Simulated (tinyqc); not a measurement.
# Worked calculation: on-chip power grid, static voltage drop by conjugate gradients

Program tinyqc, `OMP_NUM_THREADS=1 python tinyqc.py 2770138 2770139 out.jsonl`; Intel Xeon 2.30GHz, shared host, one thread, about 0.3 s. Printed values are rounded.

A grid of 4 rows and 4 columns, node k = 4 row + column. Neighbours in a row are joined by Rx, in a column by Ry; pad nodes, which reach the supply through Rp: 0, 3, 12, 15. Each node draws I0, node 1 draws kh I0. The drops u = Vdd - V solve G u = i, with G the conductance matrix (1/Rp added on the diagonal at pad nodes).

Parameters, values chosen for the exercise: supply voltage Vdd = 0.9 V; resistance of a horizontal segment Rx = 0.16 ohm; resistance of a vertical segment Ry = 1.4 ohm; resistance from a pad node to the supply Rp = 0.21 ohm; load current of an ordinary node I0 = 11 mA; factor on the load at the hot node kh = 5.

## Diagonal of G, loads and first direction

G_kk = sum of the conductances at node k. Start u = 0, so the residual is r = i; p = r.

G_kk (S):
```
	col 0	col 1	col 2	col 3
row 0	11.7262	13.2143	13.2143	11.7262
row 1	7.67857	13.9286	13.9286	7.67857
row 2	7.67857	13.9286	13.9286	7.67857
row 3	11.7262	13.2143	13.2143	11.7262
```

r at the start (mA):
```
	col 0	col 1	col 2	col 3
row 0	11	55	11	11
row 1	11	11	11	11
row 2	11	11	11	11
row 3	11	11	11	11
```

p at the start (mA):
```
	col 0	col 1	col 2	col 3
row 0	11	55	11	11
row 1	11	11	11	11
row 2	11	11	11	11
row 3	11	11	11	11
```

## Iteration 1: conjugate-gradient step

u at the start (mV):
```
	col 0	col 1	col 2	col 3
row 0	0	0	0	0
row 1	0	0	0	0
row 2	0	0	0	0
row 3	0	0	0	0
```

q = G p; a = (r.r)/(p.q); u(new) = u + a p; r(new) = r - a q; b = (r.r)(new)/(r.r); p(new) = r(new) + b p.

q (mA S):
```
	col 0	col 1	col 2	col 3
row 0	-222.619	581.429	-275.000	52.381
row 1	0.000	-31.429	0.000	0.000
row 2	0.000	0.000	0.000	0.000
row 3	52.381	0.000	0.000	52.381
```

a = 0.173554 ohm

u after iteration 1 (mV):
```
	col 0	col 1	col 2	col 3
row 0	1.90909	9.54545	1.90909	1.90909
row 1	1.90909	1.90909	1.90909	1.90909
row 2	1.90909	1.90909	1.90909	1.90909
row 3	1.90909	1.90909	1.90909	1.90909
```

r after iteration 1 (mA):
```
	col 0	col 1	col 2	col 3
row 0	49.6364	-45.9091	58.7273	1.9091
row 1	11.0000	16.4545	11.0000	11.0000
row 2	11.0000	11.0000	11.0000	11.0000
row 3	1.9091	11.0000	11.0000	1.9091
```

b = 1.94029

p after iteration 1 (mA):
```
	col 0	col 1	col 2	col 3
row 0	70.9795	60.8067	80.0704	23.2523
row 1	32.3432	37.7977	32.3432	32.3432
row 2	32.3432	32.3432	32.3432	32.3432
row 3	23.2523	32.3432	32.3432	23.2523
```

## Iteration 2: conjugate-gradient step

As before.

q (mA S):
```
	col 0	col 1	col 2	col 3
row 0	429.175	-167.543	509.603	-250.882
row 1	-61.688	55.643	-68.182	6.494
row 2	6.494	-3.896	0.000	6.494
row 3	47.413	56.818	56.818	47.413
```

a = 0.157746 ohm

u after iteration 2 (mV):
```
	col 0	col 1	col 2	col 3
row 0	13.1058	19.1374	14.5398	5.5770
row 1	7.0111	7.8715	7.0111	7.0111
row 2	7.0111	7.0111	7.0111	7.0111
row 3	5.5770	7.0111	7.0111	5.5770
```

r after iteration 2 (mA):
```
	col 0	col 1	col 2	col 3
row 0	-18.0641	-19.4799	-21.6603	41.4846
row 1	20.7311	7.6771	21.7554	9.9757
row 2	9.9757	11.6146	11.0000	9.9757
row 3	-5.5701	2.0372	2.0372	-5.5701
```

b = 0.477343

p after iteration 2 (mA):
```
	col 0	col 1	col 2	col 3
row 0	15.8175	9.5458	16.5608	52.5839
row 1	36.1698	25.7196	37.1942	25.4145
row 2	25.4145	27.0534	26.4388	25.4145
row 3	5.5292	17.4760	17.4760	5.5292
```

## Iteration 3: conjugate-gradient step

As before.

q (mA S):
```
	col 0	col 1	col 2	col 3
row 0	99.982	-94.595	-196.039	494.951
row 1	87.534	-126.430	167.760	-93.030
row 2	-3.722	21.878	1.280	7.802
row 3	-62.542	67.827	68.266	-62.542
```

a = 0.151115 ohm

u after iteration 3 (mV):
```
	col 0	col 1	col 2	col 3
row 0	15.4961	20.5800	17.0424	13.5233
row 1	12.4769	11.7581	12.6317	10.8516
row 2	10.8516	11.0993	11.0064	10.8516
row 3	6.4126	9.6520	9.6520	6.4126
```

r after iteration 3 (mA):
```
	col 0	col 1	col 2	col 3
row 0	-33.1729	-5.1852	7.9642	-33.3100
row 1	7.5034	26.7826	-3.5957	24.0339
row 2	10.5381	8.3085	10.8065	8.7967
row 3	3.8809	-8.2125	-8.2788	3.8809
```

b = 0.938008

p after iteration 3 (mA):
```
	col 0	col 1	col 2	col 3
row 0	-18.3360	3.7688	23.4983	16.0141
row 1	41.4310	50.9078	31.2928	47.8729
row 2	34.3771	33.6848	35.6063	32.6357
row 3	9.0673	8.1802	8.1138	9.0673
```

## Course of the conjugate-gradient iteration

Stop when |r| is below 1e-9 mA.

Course of the iteration:
```
iteration	largest u (mV)	|r| (mA)
1	9.54545	96.9
2	19.1374	67.0
3	20.5800	64.8
4	21.7560	67.4
5	28.5293	57.7
6	31.5755	11.5
7	31.2225	8.92
8	31.0525	8.11
9	30.8400	3.28
10	30.6643	2.71
11	30.5662	0.698
12	30.5541	0.483
13	30.5657	0.120
14	30.5676	0.0542
15	30.5684	0.0195
16	30.5690	< 1e-11
```

Converged in 16 iterations for 16 unknowns; in exact arithmetic the method needs at most 16. The condition number of the matrix is 49.3. Gauss-Seidel sweeps in node order need 274 to reach the same residual.

## Worst drop, pad currents and power lost

converged u (mV):
```
	col 0	col 1	col 2	col 3
row 0	14.0912	21.2172	18.4745	12.6113
row 1	30.2790	30.5690	30.3794	29.9829
row 2	28.5298	28.7161	28.6955	28.4851
row 3	9.7507	13.2736	13.2716	9.7469
```

Pad current u/Rp; worst drop as a share of Vdd; power lost in the grid and pads sum_k i_k u_k; power delivered sum_k i_k (Vdd - u_k).

worst drop = 30.5690 mV
share of Vdd = 3.39655 %
pad currents (mA): node 0 67.1007, node 3 60.0537, node 12 46.4318, node 15 46.4138
power lost = 4.76237 mW
power delivered = 193.238 mW

The pad currents add up to the total load, 220.0 mA. The worst drop is at node 5, not at the hot node.
